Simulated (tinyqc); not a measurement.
# On-chip interconnect, size-dependent resistivity and RC delay, step by step

tinyqc, about 0.01 s, one thread, Intel Xeon 2.30GHz (shared host): `OMP_NUM_THREADS=1 python tinyqc.py 2100102 2100103 out.jsonl` Printed values are rounded.

A rectangular line between two neighbours and two ground planes. Surface and grain-boundary scattering are added to the bulk resistivity as corrections; capacitances are parallel-plate values without fringing; inductance is ignored.

Parameters, values chosen for the exercise; metal values close to those of copper: bulk resistivity rho0 = 1.66 uohm cm; bulk mean free path lam = 40.6 nm; specular share of surface scattering ps = 0.4; reflection coefficient of grain boundaries Rg = 0.32; grain size over the metal width gr = 2; drawn line width wd = 8.4 nm; aspect ratio, height over width AR = 1.3; liner on both walls and the bottom, not conducting tl = 1.7 nm; space to the neighbouring lines sp = 8.4 nm; dielectric height to the planes above and below hd = 15 nm; relative permittivity of the dielectric ek = 2.7; Miller factor of the neighbours Mf = 1; line length Lw = 150 um; driver resistance Rd = 15000 ohm; load capacitance Cl = 0.13 fF; time step dt = 530 ps.

Constants: eps0 = 8.8541878128e-12 F/m. Results are converted to the units shown.

Range of the model: The metal width is under the mean free path, where the thick-limit surface term and the simple sum of corrections lose accuracy.

## Resistivity, resistance and capacitance per length

Metal width x = wd - 2 tl, height y = AR wd - tl; grain boundaries (Mayadas-Shatzkes): al = (lam/(gr x)) Rg/(1 - Rg), g = 1/[1 - 3 al/2 + 3 al^2 - 3 al^3 ln(1 + 1/al)] - 1; surfaces (Fuchs-Sondheimer, thick limit): s = (3/8) lam (1 - ps)(1/x + 1/y); rho = rho0 (1 + g + s); r = rho/(x y); c = eps0 ek (2 wd/hd + 2 Mf AR wd/sp).

x = 5 nm
y = 9.22 nm
al = 1.91059
g = 2.60002
s = 2.81778
rho = 10.6535 uohm cm
r = 2310.96 ohm/um
c = 0.0889315 fF/um

rho is 6.42 times the bulk value; surfaces add more (2.82 against 2.60). The liner takes 49.7 % of the cross-section.

## Ladder and Elmore delays

6 equal pi sections: series Rs = r Lw/6; node capacitances c Lw/6, halved at nodes 0 and 6, with Cl added to node 6; Rd feeds node 0. Elmore delay of node k: the sum, over the resistors on the path to k, of resistance times all capacitance downstream of it.

Rs = 57774.1 ohm

```
node,C (fF),Elmore delay (ps)
0,1.11164,202.046
1,2.22329,916.023
2,2.22329,1501.55
3,2.22329,1958.63
4,2.22329,2287.26
5,2.22329,2487.45
6,1.24164,2559.18
```

The far-end value equals Rd (c Lw + Cl) + r Lw (c Lw/2 + Cl) for any number of pi sections; the line resistance contributes 92.1 % of it.

## Step 1: node voltages after a time step

```
node,v at t = 0 (V)
0,0
1,0
2,0
3,0
4,0
5,0
6,0
```

A 1 V step is applied behind Rd at t = 0. C dv/dt = -G v + b, with G the conductance matrix of the ladder (1/Rs between neighbours, 1/Rd added at node 0) and b = (1 V/Rd, 0, ...). Trapezoidal step: (C/dt + G/2) v(new) = (C/dt - G/2) v + b.

```
node,v at t = 1 dt (V)
0,1.67884
1,0.84873
2,0.43000
3,0.21970
4,0.11590
5,0.06826
6,0.05372
```

Node 0 overshoots the 1 V source: the trapezoidal rule rings on modes much faster than dt.

## Step 2: node voltages after a time step

As before.

```
node,v at t = 2 dt (V)
0,0.299824
1,0.713541
2,0.650345
3,0.485525
4,0.343061
5,0.254530
6,0.223197
```

## Course in time

A 1 V step is applied behind Rd at t = 0. C dv/dt = -G v + b, with G the conductance matrix of the ladder (1/Rs between neighbours, 1/Rd added at node 0) and b = (1 V/Rd, 0, ...). Trapezoidal step: (C/dt + G/2) v(new) = (C/dt - G/2) v + b. The last column solves the same ladder exactly by its modes.

Voltages (V):
```
t (ps),node 0,node 3,node 6,"node 6, exact"
530.0,1.679,0.2197,0.0537,0.0620
1060,0.300,0.4855,0.2232,0.2436
1590,1.544,0.5606,0.4167,0.4100
2120,0.450,0.6729,0.5444,0.5420
2650,1.447,0.7460,0.6458,0.6447
3180,0.559,0.7987,0.7279,0.7243
3710,1.369,0.8502,0.7873,0.7862
4240,0.643,0.8778,0.8365,0.8341
4770,1.306,0.9108,0.8726,0.8713
5300,0.710,0.9264,0.9016,0.9002
5830,1.253,0.9466,0.9237,0.9226
6360,0.763,0.9558,0.9409,0.9399
```

The far end of the ladder reaches 0.5 V at 1937 ps, 0.757 of its Elmore delay (ln 2 = 0.693 for a single pole); the slowest mode has a time constant of 2087 ps. The largest error of the trapezoidal steps at that node is 20 mV. Node 0 swings up and down from step to step: the trapezoidal rule does not damp modes much faster than dt, so these swings are numerical.
